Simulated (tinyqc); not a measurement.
Velocity overshoot from momentum and energy balance equations after a field step: one step, computed by the program tinyqc.

At t = 0 the field jumps from 0 to F in a uniform sample. v is the drift velocity and u = w - (3/2) k_B T the excess energy per carrier.

Problem. Constants and steady state. dv/dt = e F/m - v/tau_m(u), du/dt = e F v - u/tau_E, tau_m(u) = tau_0/(1 + c u), tau_0 = m mu_0/e, c = mu_0/(e tau_E v_s^2); this choice gives the steady state v (1 + mu_0 F v/v_s^2) = mu_0 F, which saturates at v_s. Steady velocity v = 2 mu_0 F/(1 + sqrt(1 + 4 (mu_0 F/v_s)^2)); u = e F v tau_E; carrier temperature T + 2u/(3 k_B), neglecting the drift energy m v^2/2.

Inputs (values chosen for the exercise, modelled on holes in silicon except for tau_E):
```
quantity,value,unit
effective mass m,0.38,m_0
low-field mobility mu_0,450,cm^2/(V s)
saturation velocity v_s,0.92,1e7 cm/s
energy relaxation time tau_E,0.19,ps
field after the step F,180,kV/cm
lattice temperature T,300,K
```

Scheme: implicit in the damping.

Constants: m_0 = 9.1093837015e-31 kg; e = 1.602176634e-19 C; k_B = 8.617333262e-05 eV/K.

Give: tau_0; c; acceleration e F/m; steady velocity; steady excess energy; steady carrier temperature.

Solution.

tau_0 = 97.22 fs

c = 27.98 1/eV

acceleration e F/m = 0.08331 1e7 cm/s per fs

steady velocity = 0.8692 1e7 cm/s

steady excess energy = 0.2973 eV

steady carrier temperature = 2600 K

tau_E/tau_0 = 1.95, and in the steady state tau_m has shrunk to 10.4 fs.
